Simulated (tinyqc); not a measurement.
Inside a calculation: donor level screened by free carriers (Yukawa potential). Values are carried at full precision from step to step, so a last printed digit may differ when a step is redone from the rounded ones.

Screening wave number: Debye ks^2 = 4 pi q n/(eps kB T); Thomas-Fermi ks^2 = 6 pi q n/(eps EF) with EF = c (3 pi^2 n/gv)^(2/3)/m, c = hbar^2/2m0; the two are joined by 1/ks^2 = sqrt(1/ks_D^4 + 1/ks_TF^4). 1e18/cm^3 = 1e-6/angstrom^3, q = e^2/(4 pi eps0).

Constants: e^2/(4 pi eps0) = 14.39964547 eV angstrom; kB = 8.617333262e-05 eV/K; hbar^2/2m0 = 3.80998211 eV angstrom^2; Ry = 13.60569312 eV; a0 (Bohr radius) = 0.5291772105 angstrom.

Values chosen for the exercise (near those of a donor in GaAs, with one mean mass; shifted at random, so the results belong to these values and not to a real crystal): m = 0.064 m0 (mass); eps = 13 (dielectric constant); gv = 1 (valleys); T = 300 K (temperature); n = 0.032 x 1e18/cm^3 (free-carrier density).

## Units and screening length

Give Ry* = Ry m/eps^2, a* = a0 eps/m, EF, the three values of ks, and x = ks a*.

Ry* = 5.152 meV
a* = 107.49 angstrom
EF = 5.74 meV

ks: Debye, Thomas-Fermi, joined (1/angstrom): [0.00415, 0.01079, 0.00413]

x = 0.4438

EF/kB T = 0.22, so the Debye value, the smaller one, controls the screening.

## One-parameter trial function

Potential -(q/(eps r)) exp(-ks r), q = e^2/(4 pi eps0). In units Ry* = Ry m/eps^2 and a* = a0 eps/m the problem is [-Laplacian - 2 exp(-x r)/r] psi = E psi with x = ks a*.

For exp(-z r): E(z) = z^2 - 8 z^3/(2z + x)^2 in Ry*. Scan z = 0.5, 0.6, ..., 1.1, then minimise; first order gives -1 + 2x.

Scan (Ry*):
```
z    kinetic  potential        E
0.5   0.2500    -0.4797  -0.2297
0.6   0.3600    -0.6395  -0.2795
0.7   0.4900    -0.8072  -0.3172
0.8   0.6400    -0.9806  -0.3406
0.9   0.8100    -1.1584  -0.3484
1.0   1.0000    -1.3396  -0.3396
1.1   1.2100    -1.5234  -0.3134
```

best z = 0.898
E = -0.3484 Ry*
binding = 1.80 meV

First order in x would give -0.112 Ry*, a rigid shift by q ks/eps; it overstates the loss of binding by 0.236 Ry*.

## Converged levels

Converged values use 18 functions exp(-z r), z = 1.55^i, i = -11 to 6: S = 2/A^3, H = z_i z_j S - 2/(A + x)^2, A = z_i + z_j.

The 1s and 2s levels and the mean radius.

1s = -0.3506 Ry*
binding = 1.81 meV
<r> = 186.7 angstrom
second root = 0.0000 Ry*

The trial function misses by 0.0022 Ry*. Screening leaves 35 % of the bare binding, 0.07 kB T. 2s is no longer bound (it unbinds at x = 0.310). At this density n^(1/3) a* is past the Mott value 0.26, so real donors overlap and form no separate level.

## Checks

- 1s at x = 0.5 against the known -0.29623 Ry*: both -0.29623.
- 1s at x = 0 against -1: both -1.00000.

Computed by tinyqc, a small Python program: `OMP_NUM_THREADS=1 python tinyqc.py 1282751 1282752 out.jsonl` (the numbers bound the seed that draws the inputs); one thread of a shared host (Intel(R) Xeon(R) Processor @ 2.30GHz), about 0.01 s for the whole set of steps.
